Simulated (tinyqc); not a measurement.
Surface potential of a MOS transistor: implicit equation and explicit approximations: effect of the insulator thickness at fixed gate voltage.

p-type body, charge-sheet picture, depletion and inversion only, full ionisation (an idealisation for deep acceptors), Boltzmann statistics (rough once Na exp(x - xn) passes about Nc/7). In units of Vt: xg = (Vg - Vfb)/Vt, x = psi/Vt, G = gamma/sqrt(Vt), xn = (2 phiF + Vc)/Vt. The implicit equation is (xg - x)^2 = G^2 [x - 1 + exp(x - xn)] for x above about 3. Cox = eps0 eox/tox.

ni = sqrt(Nc Nv) exp(-Eg/(2 Vt)), Eg in volts; phiF = Vt ln(Na/ni); gamma = sqrt(2 q eps0 eps_r Na)/Cox; VT = Vfb + Vt (xn + G sqrt(xn - 1)). Depletion value a = 1 + [sqrt(G^2/4 + xg - 1) - G/2]^2; inversion value b = xn + ln[(xg - xn)^2/G^2 - xn + 1] and first guess y = min(a, b) - ln(1 + exp(-|a - b|)) if a > xn + 1, else b = y = a; one second-order correction with D = exp(y - xn), p = 2 (xg - y) + G^2 (1 + D), w = (xg - y)^2 - G^2 (y - 1 + D): z = y + 2 w/(p + sqrt(p^2 - 2 (2 - G^2 D) w)), or the Newton step z = y + w/p where the root is not real. N_inv = (Cox Vt G/q) [sqrt(x - 1 + exp(x - xn)) - sqrt(x - 1)] at the root. Lambert form (Cox m Vt/q) W0[(G/(2 m sqrt(xn - 1))) exp((Vg - VT)/(m Vt))], m = 1 + G/(2 sqrt(xn - 1)). Errors under 1e-4 mV, and the linear form below VT, are printed as 0.

Parameters, values chosen for the exercise; band and dielectric values close to those of silicon: temperature T = 300 K; band gap Eg = 1.14 eV; relative permittivity eps_r = 11.9; conduction-band density of states at T Nc = 2.8e19 cm^-3; valence-band density of states at T Nv = 2.61e19 cm^-3; relative permittivity of the gate insulator (close to silicon dioxide) eox = 3.9; acceptor density Na = 3.9e17 cm^-3; flat-band voltage Vfb = -0.34 V; channel-body voltage Vc = 0 V; gate-body voltage Vg = 1.91 V.

Constants: q = 1.602176634e-19 C, kB = 1.380649e-23 J/K, Vt = kB T/q, eps0 = 8.8541878128e-14 F/cm where lengths are in cm. Results are converted to the units shown.

Results:
```
tox (nm),psi (V),x - xn,error of y (mV),error of z (mV),N_inv (cm^-2),Cox (Vg - VT)/q (cm^-2),Lambert form (cm^-2)
4.3,1.061,5.428,7.13,-0.111,3.654e12,4.519e12,3.749e12
5.9,1.042,4.678,7.38,-0.123,2.131e12,2.713e12,2.179e12
8.1,1.018,3.754,8.68,-0.204,1.023e12,1.394e12,1.043e12
11,0.9799,2.283,12.2,-0.570,2.765e11,4.616e11,2.815e11
15,0.8331,-3.396,0.405,0,1.092e9,0,9.980e8
28,0.4149,-19.57,0,0,148.3,0,8.472
```

Estimate the missing row, tox = 21 nm.

Computed row:
```
tox (nm),psi (V),x - xn,error of y (mV),error of z (mV),N_inv (cm^-2),Cox (Vg - VT)/q (cm^-2),Lambert form (cm^-2)
21,0.5910,-12.76,0,0,1.121e5,0,4.058e4
```

With this row back in the table: As tox goes from 4.3 to 28, psi falls from 1.06 to 0.415 V, x - xn falls from 5.43 to -19.6 and N_inv falls from 3.65e12 to 148 cm^-2. The Lambert form lies between 0.0571 and 1.03 times N_inv. For tox = 4.3, 5.9, 8.1 the electron quasi-Fermi level lies less than 2 Vt below the band edge at the surface, or above it, where degeneracy and confinement, left out, matter.

Numbers from tinyqc (`OMP_NUM_THREADS=1 python tinyqc.py 2122096 2122097 out.jsonl`; about 0.01 s on one thread of a shared Intel Xeon 2.30GHz).
